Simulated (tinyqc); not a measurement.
From results back to parameters: donors with valley-orbit split 1s states. Three cases, with inputs chosen for the exercise.

Problem. The electron density is given and ND is hidden.

Each donor binds at most one electron, in any of its states. For a site s, W_s = sum over its states of g exp(E/kT), and the ionised share is 1/(1 + W_s exp(eta)), eta = (EF - Ec)/kT; n = Nc F_1/2(eta); neutrality n + NA = ND x (mean ionised share); holes are neglected. Nc from N = 2 (m kB T/(4 pi c))^(3/2) with c = hbar^2/2m0, in 1/angstrom^3; times 1e24 for 1/cm^3, m = md. F_j(eta) = (1/Gamma(j + 1)) integral_0^infinity x^j dx/(1 + exp(x - eta)), which tends to exp(eta) for eta << 0.

Constants: hbar^2/2m0 = 3.80998211 eV angstrom^2; kB = 8.617333262e-05 eV/K.

Case 1.

Values chosen (near those of P in Si; shifted at random, so the results belong to these values and not to a real crystal): md = 1.045 m0 (density-of-states mass of the conduction band); E = (44.3, 33, 31.1) meV (binding energies of 1s(A1), 1s(T2), 1s(E)); g = (2, 6, 4) (their degeneracies with spin); T = 200 K; NA = 0 1/cm^3 (compensating acceptors, all ionised).

n = 3.6416e+17 1/cm^3

Case 2.

Values chosen (near those of P in Si; shifted at random, so the results belong to these values and not to a real crystal): md = 1.068 m0 (density-of-states mass of the conduction band); E = (46.8, 35.5, 33.2) meV (binding energies of 1s(A1), 1s(T2), 1s(E)); g = (2, 6, 4) (their degeneracies with spin); T = 300 K; NA = 4.1e+16 1/cm^3 (compensating acceptors, all ionised).

n = 3.9074e+17 1/cm^3

Case 3.

Values chosen (near those of P in Si; shifted at random, so the results belong to these values and not to a real crystal): md = 1.051 m0 (density-of-states mass of the conduction band); E = (45.6, 34.4, 32.2) meV (binding energies of 1s(A1), 1s(T2), 1s(E)); g = (2, 6, 4) (their degeneracies with spin); T = 500 K; NA = 0 1/cm^3 (compensating acceptors, all ionised).

n = 2.8223e+17 1/cm^3

Find: eta; mean ionised share; ND.

Solution. n/Nc gives eta, eta and W_s give the ionised share, and ND = (n + NA)/share.

Case 1.

eta = -3.682
mean ionised share = 0.303
ND = 1.2e+18 1/cm^3

Case 2.

eta = -4.256
mean ionised share = 0.583
ND = 7.4e+17 1/cm^3

Case 3.

eta = -5.327
mean ionised share = 0.882
ND = 3.2e+17 1/cm^3

Computed by tinyqc, one run a case: `OMP_NUM_THREADS=1 python tinyqc.py N N+1 out.jsonl` with N = 1682328, 1682349, 1682369; one thread of a shared Intel(R) Xeon(R) Processor @ 2.30GHz, about 0.01 s a run at most.
